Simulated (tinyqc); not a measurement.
Inside a calculation: two electrons on one impurity (helium-like model). Values are carried at full precision from step to step, so a last printed digit may differ when a step is redone from the rounded ones.

Units Ha* = 2 Ry m/eps^2 and a* = a0 eps/m. One electron is bound by Z^2/2. Two electrons in the singlet built from exp(-a r) and exp(-b r): S = 8 (ab)^(3/2)/(a + b)^3, h_aa = a^2/2 - Z a, h_bb alike, h_ab = S (ab/2 - Z (a + b)/2), J = ab (a^2 + 3ab + b^2)/(a + b)^3, K = 20 (ab)^3/(a + b)^5, E = (h_aa + h_bb + 2 S h_ab + J + K)/(1 + S^2). For a = b this is a^2 - 2 Z a + 5a/8. Real double donors are deeper, since the central cell is left out.

Constants: Ry = 13.60569312 eV; a0 (Bohr radius) = 0.5291772105 angstrom.

Parameters, chosen for this exercise (near those of impurities in cubic GaN; the results hold for these values, not for the real material): m = 0.198 m0 (one mean mass); eps = 9.3 (dielectric constant); Z = 1.5 (effective charge (1: D- centre, 2: double donor; other values mimic a central cell)); ab = (1.74, 0.63) 1/a* (trial exponents a, b).

## Units and equal orbitals

Give Ha*, a*, the best common exponent Z - 5/16, E = -(Z - 5/16)^2, and the binding of the second electron -Z^2/2 - E.

Ha* = 62.295 meV
a* = 24.86 angstrom
exponent = 1.1875
E with equal orbitals = -1.41016 Ha*
binding of the second electron = 17.76 meV

The first electron is bound by 70.1 meV, 3.95 times as much as the second.

## Unequal orbitals

Evaluate the integrals and E.

S, h_aa, h_bb, h_ab, J, K: 0.68973  -1.09620  -0.74655  -0.84796  0.55280  0.35234

E = -1.42800 Ha*

This lies 0.0178 Ha* below the best equal-orbital value -(Z - 5/16)^2.

## The minimum over a and b

Give a, b, E, both binding energies and U, their difference.

a, b (1/a*): 1.618  0.749

E = -1.44075 Ha*

binding of the first and second electron (meV): 70.08  19.67

U = 50.41 meV

Letting one electron stay close and the other roam (decay lengths 15 and 33 angstrom) gains 1.91 meV.

## Checks

- Minimum for Z = 1 against the known -0.51330: both -0.51330.
- Minimum for Z = 2 against the known -2.87566: both -2.87566.

tinyqc: `OMP_NUM_THREADS=1 python tinyqc.py 1250153 1250154 out.jsonl`; about 0.07 s, one thread, shared Intel(R) Xeon(R) Processor @ 2.30GHz.
